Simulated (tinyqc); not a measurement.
From results back to parameters: effective work function and flat-band voltage of a metal/high-k/SiO2/Si stack with a dipole layer. Three cases, with inputs chosen for the exercise.

Problem. Three stacks with (t1, t2) = (8, 20), (30, 20) and (8, 60) angstrom have the flat-band voltages below. VFB = W0 - (chi + dEF) - 4 pi e2 [Q1 EOT + Q2 x2]/3.9 with x2 = t2 3.9/eps2, EOT = t1 + x2, e2 = e^2/4 pi eps0, 1 cm^-2 = 1e-16 angstrom^-2; W0 is the work function with the dipole step.

Constants: e^2/(4 pi eps0) = 14.39964547 eV angstrom.

Case 1.

Values chosen (out of a larger set: a stack on Si capped with an aluminium-like oxide; not measured data): chi = 4.053 eV (electron affinity of the channel); dEF = 0.623 eV (Ec - EF in the channel); eps = (3.9, 20.3) (their dielectric constants).

VFB (V): -0.0893157  -0.0815580  -0.0723437

Case 2.

Values chosen (out of a larger set: a stack on Si capped with an aluminium-like oxide; not measured data): chi = 4.06 eV (electron affinity of the channel); dEF = 0.678 eV (Ec - EF in the channel); eps = (3.9, 27.9) (their dielectric constants).

VFB (V): 0.0370678  0.0186943  0.0295444

Case 3.

Values chosen (out of a larger set: a stack on Si capped with an aluminium-like oxide; not measured data): chi = 4.056 eV (electron affinity of the channel); dEF = 0.615 eV (Ec - EF in the channel); eps = (3.9, 24.6) (their dielectric constants).

VFB (V): 0.6140513  0.5885325  0.6011052

Find: Q1; Q2; W0.

Solution. The first two stacks differ in t1 alone and give Q1; the first and third give Q1 + Q2; W0 follows from any of them.

Case 1.

Q1 = -7.6e+10 e/cm^2
Q2 = -4.0e+11 e/cm^2
W0 = 4.575 eV

Case 2.

Q1 = 1.8e+11 e/cm^2
Q2 = 1.1e+11 e/cm^2
W0 = 4.786 eV

Case 3.

Q1 = 2.5e+11 e/cm^2
Q2 = 1.9e+11 e/cm^2
W0 = 5.301 eV

Computed by tinyqc, one run a case: `OMP_NUM_THREADS=1 python tinyqc.py N N+1 out.jsonl` with N = 1851197, 1851204, 1851222; one thread of a shared Intel(R) Xeon(R) Processor @ 2.30GHz, about 0.01 s a run at most.
